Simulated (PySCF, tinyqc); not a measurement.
CISD on RHF in the 6-31g basis, for H3+, spin multiplicity 1, step by step. The lowest restricted solution is unstable here: a spin-polarised one lies 0.0021 hartree lower (PySCF). One step of it, computed by the program tinyqc.

Task: CISD: determinants and Hamiltonian. Slater-Condon rules over spin orbitals, with the nuclear repulsion added and E(HF) subtracted on the diagonal. Only determinants linked to the reference directly or through others are kept (one block of an abelian symmetry group), so some states are absent.

one-electron integrals over orbitals h = C^T H C (hartree):
```
           1          2          3          4          5          6
1  -1.421379   0.000000  -0.080519  -0.062703   0.000000   0.077277
2   0.000000  -1.093126   0.000000   0.000000   0.119425   0.000000
3  -0.080519   0.000000  -0.793078   0.091853   0.000000   0.183974
4  -0.062703   0.000000   0.091853  -0.180243   0.000000   0.043151
5   0.000000   0.119425   0.000000   0.000000  -0.048177   0.000000
6   0.077277   0.000000   0.183974   0.043151   0.000000  -0.128524
```

Two-electron integrals over orbitals (pq|rs), unique and non-zero (hartree):
```
(11|11) 0.521683    (21|21) 0.118757    (22|11) 0.412339    (22|22) 0.425240
(31|11) 0.080519    (31|22) -0.016196   (31|31) 0.077005    (32|21) -0.096351
(32|32) 0.103619    (33|11) 0.401179    (33|22) 0.367335    (33|31) 0.024430
(33|33) 0.360051    (41|11) 0.062703    (41|22) 0.073063    (41|31) -0.011149
(41|33) 0.044279    (41|41) 0.048561    (42|21) 0.068465    (42|32) -0.050605
(42|42) 0.075570    (43|11) -0.051501   (43|22) -0.057002   (43|31) 0.006418
(43|33) -0.030154   (43|41) -0.026208   (43|43) 0.031945    (44|11) 0.408760
(44|22) 0.409283    (44|31) -0.006040   (44|33) 0.352645    (44|41) 0.076641
(44|43) -0.065041   (44|44) 0.418414    (51|21) -0.051806   (51|32) 0.038360
(51|42) -0.056370   (51|51) 0.042534    (52|11) -0.085615   (52|22) -0.098864
(52|31) 0.014452    (52|33) -0.054628   (52|41) -0.058177   (52|43) 0.045188
(52|44) -0.109389   (52|52) 0.080706    (53|21) 0.022144    (53|32) -0.007106
(53|42) 0.041376    (53|51) -0.029502   (53|53) 0.032200    (54|21) -0.146306
(54|32) 0.129342    (54|42) -0.100418   (54|51) 0.076385    (54|53) -0.034741
(54|54) 0.209428    (55|11) 0.387916    (55|22) 0.411241    (55|31) -0.024107
(55|33) 0.347697    (55|41) 0.082225    (55|43) -0.062952   (55|44) 0.417706
(55|52) -0.112527   (55|55) 0.423873    (61|11) -0.077277   (61|22) 0.002693
(61|31) -0.064454   (61|33) -0.043483   (61|41) -0.006573   (61|43) -0.016825
(61|44) 0.003780    (61|52) -0.010194   (61|55) 0.012590    (61|61) 0.092918
(62|21) 0.034869    (62|32) -0.021884   (62|42) 0.032266    (62|51) -0.023730
(62|53) 0.019870    (62|54) -0.047381   (62|62) 0.019328    (63|11) -0.124214
(63|22) -0.053489   (63|31) -0.054208   (63|33) -0.064662   (63|41) -0.031814
(63|43) 0.013608    (63|44) -0.059160   (63|52) 0.033569    (63|55) -0.048860
(63|61) 0.069401    (63|63) 0.081125    (64|11) -0.024862   (64|22) 0.031109
(64|31) -0.045496   (64|33) 0.000541    (64|41) 0.024193    (64|43) -0.012033
(64|44) 0.029306    (64|52) -0.029456   (64|55) 0.043711    (64|61) 0.034311
(64|63) 0.021747    (64|64) 0.039951    (65|21) -0.054551   (65|32) 0.053508
(65|42) -0.040017   (65|51) 0.031089    (65|53) -0.010986   (65|54) 0.081159
(65|62) -0.015296   (65|65) 0.035429    (66|11) 0.526511    (66|22) 0.367645
(66|31) 0.122997    (66|33) 0.402704    (66|41) 0.054705    (66|43) -0.027488
(66|44) 0.373293    (66|52) -0.059226   (66|55) 0.345380    (66|61) -0.147726
(66|63) -0.165669   (66|64) -0.059207   (66|66) 0.620861
```

nuclear repulsion = 1.15339410 hartree

Hartree-Fock energy = -1.16768175 hartree

Give: determinants; H - E(HF) between determinants.

Result:

Occupation strings over the orbitals (2 doubly, a alpha, b beta, 0 empty; spin orbitals ordered 1a 1b 2a 2b ...): 200000 a0b000 a00b00 a0000b b0a000 b00a00 b0000a 020000 0a00b0 002000 00ab00 00a00b 00ba00 000200 000a0b 0b00a0 000020 00b00a 000b0a 000002

H - E(HF) between determinants (hartree):
```
        200000  a0b000  a00b00  a0000b  b0a000  b00a00  b0000a  020000
200000   0.000   0.000   0.000   0.000   0.000   0.000   0.000   0.119
a0b000   0.000   0.508   0.040   0.060  -0.077   0.011   0.064  -0.096
a00b00   0.000   0.040   1.128   0.018   0.011  -0.049   0.007   0.068
a0000b   0.000   0.060   0.018   1.298   0.064   0.007  -0.093   0.035
b0a000   0.000  -0.077   0.011   0.064   0.508   0.040   0.060   0.096
b00a00   0.000   0.011  -0.049   0.007   0.040   1.128   0.018  -0.068
b0000a   0.000   0.064   0.007  -0.093   0.060   0.018   1.298  -0.035
020000   0.119  -0.096   0.068   0.035   0.096  -0.068  -0.035   0.560
0a00b0  -0.052   0.022  -0.146  -0.055  -0.038   0.056   0.024   0.021
002000   0.077  -0.056   0.006  -0.054   0.056  -0.006   0.054   0.104
00ab00  -0.011   0.006  -0.087  -0.045   0.018   0.026   0.032  -0.051
00a00b  -0.064  -0.054  -0.045   0.042  -0.034   0.017  -0.069  -0.022
00ba00   0.011   0.018   0.026   0.032   0.006  -0.087  -0.045   0.051
000200   0.049  -0.026   0.014   0.024   0.026  -0.014  -0.024   0.076
000a0b  -0.007  -0.032   0.024  -0.008   0.017  -0.081  -0.034   0.032
0b00a0   0.052  -0.038   0.056   0.024   0.022  -0.146  -0.055  -0.021
000020   0.043  -0.030   0.076   0.031   0.030  -0.076  -0.031   0.081
00b00a   0.064  -0.034   0.017  -0.069  -0.054  -0.045   0.042   0.022
000b0a   0.007   0.017  -0.081  -0.034  -0.032   0.024  -0.008  -0.032
000002   0.093   0.069   0.034  -0.070  -0.069  -0.034   0.070   0.019

        0a00b0  002000  00ab00  00a00b  00ba00  000200  000a0b  0b00a0
200000  -0.052   0.077  -0.011  -0.064   0.011   0.049  -0.007   0.052
a0b000   0.022  -0.056   0.006  -0.054   0.018  -0.026  -0.032  -0.038
a00b00  -0.146   0.006  -0.087  -0.045   0.026   0.014   0.024   0.056
a0000b  -0.055  -0.054  -0.045   0.042   0.032   0.024  -0.008   0.024
b0a000  -0.038   0.056   0.018  -0.034   0.006   0.026   0.017   0.022
b00a00   0.056  -0.006   0.026   0.017  -0.087  -0.014  -0.081  -0.146
b0000a   0.024   0.054   0.032  -0.069  -0.045  -0.024  -0.034  -0.055
020000   0.021   0.104  -0.051  -0.022   0.051   0.076   0.032  -0.021
0a00b0   1.591  -0.007   0.129   0.054  -0.041  -0.100  -0.040  -0.081
002000  -0.007   1.095   0.062   0.119  -0.062   0.032   0.014   0.007
00ab00   0.129   0.062   1.700   0.044  -0.032   0.027  -0.012  -0.041
00a00b   0.054   0.119   0.044   1.802  -0.014  -0.012   0.064  -0.020
00ba00  -0.041  -0.062  -0.032  -0.014   1.700  -0.027  -0.125   0.129
000200  -0.100   0.032   0.027  -0.012  -0.027   2.379   0.072   0.100
000a0b  -0.040   0.014  -0.012   0.064  -0.125   0.072   2.386   0.047
0b00a0  -0.081   0.007  -0.041  -0.020   0.129   0.100   0.047   1.591
000020   0.007   0.032  -0.035  -0.011   0.035   0.209   0.081  -0.007
00b00a  -0.020  -0.119  -0.014  -0.081   0.044   0.012  -0.022   0.054
000b0a   0.047  -0.014  -0.125  -0.022  -0.012  -0.072  -0.040  -0.040
000002  -0.015   0.081   0.022   0.018  -0.022   0.040  -0.016   0.015

        000020  00b00a  000b0a  000002
200000   0.043   0.064   0.007   0.093
a0b000  -0.030  -0.034   0.017   0.069
a00b00   0.076   0.017  -0.081   0.034
a0000b   0.031  -0.069  -0.034  -0.070
b0a000   0.030  -0.054  -0.032  -0.069
b00a00  -0.076  -0.045   0.024  -0.034
b0000a  -0.031   0.042  -0.008   0.070
020000   0.081   0.022  -0.032   0.019
0a00b0   0.007  -0.020   0.047  -0.015
002000   0.032  -0.119  -0.014   0.081
00ab00  -0.035  -0.014  -0.125   0.022
00a00b  -0.011  -0.081  -0.022   0.018
00ba00   0.035   0.044  -0.012  -0.022
000200   0.209   0.012  -0.072   0.040
000a0b   0.081  -0.022  -0.040  -0.016
0b00a0  -0.007   0.054  -0.040   0.015
000020   2.649   0.011  -0.081   0.035
00b00a   0.011   1.802   0.064  -0.018
000b0a  -0.081   0.064   2.386   0.016
000002   0.035  -0.018   0.016   2.685
```
